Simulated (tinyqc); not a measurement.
# Crystallisation kinetics and data retention of a phase-change cell: effects of single changes

Johnson-Mehl-Avrami-Kolmogorov law X = 1 - exp(-y^n), y = integral of k dt, k = (1/100 s) exp[-(Ec q/kB)(1/T - 1/T1)].

Values chosen for this exercise; values of the order of Ge-Sb-Te and related chalcogenides: activation energy of crystallisation Ec = 2 eV; temperature at which the rate k is 1/(100 s) T1 = 421 K; Avrami exponent n = 1.5; crystalline share at which the state is lost Xf = 0.3; storage temperature T = 352 K.

Constants: q = 1.602176634e-19 C, kB = 1.380649e-23 J/K. Results are converted to the units shown.

Each table varies one quantity; the others keep the values above.

## Kissinger analysis

Tp is the temperature of the largest dX/dt on a ramp of rate b (b in K/min in the logarithm).

Kissinger analysis:
```
b (K/min)	Tp (K)	q/kB Tp (1/eV)	ln(b/Tp^2)	X at the peak
0.5	405.4	28.62	-12.70	0.6239
1	410.2	28.29	-12.03	0.6238
2	415.1	27.95	-11.36	0.6237
5	421.8	27.51	-10.48	0.6236
10	427.0	27.18	-9.811	0.6235
20	432.3	26.84	-9.142	0.6234
50	439.5	26.40	-8.259	0.6232
100	445.2	26.07	-7.592	0.6231
```

Tp rises from 405 to 445 K. The slope of ln(b/Tp^2) against q/kB Tp between the end rows is -1.999 eV, against Ec = 2 eV, and X at the peak stays near 1 - 1/e = 0.632 (0.624 to 0.623).

## Effect of the activation energy at a fixed measured point

Same model as above.

At fixed T the state fails at t = (-ln(1 - Xf))^(1/n)/k; ten years are 3.15576e8 s. k at T1 is held.

Effect of the activation energy at a fixed measured point:
```
Ec (eV)	temperature for ten years (K)	time to fail at T (years)
1.5	305.39	0.0052758
1.8	320.04	0.026684
2.1	331.39	0.13497
2.4	340.45	0.68267
2.7	347.84	3.4529
3	354.00	17.465
3.3	359.19	88.335
3.6	363.64	446.79
```

What does the comparison show?

The ten-year temperature rises from 305 to 364 K, and the projected life at 352 K spans 4.93 decades: an error of 0.1 eV changes it by a factor of 1.72.

Range of the model: One Arrhenius rate is assumed; incubation, growth from the boundary and the non-Arrhenius kinetics of the supercooled liquid are left out.

Program tinyqc, `OMP_NUM_THREADS=1 python tinyqc.py 2490025 2490026 out.jsonl`; Intel Xeon 2.30GHz, shared host, one thread, about 0.01 s.
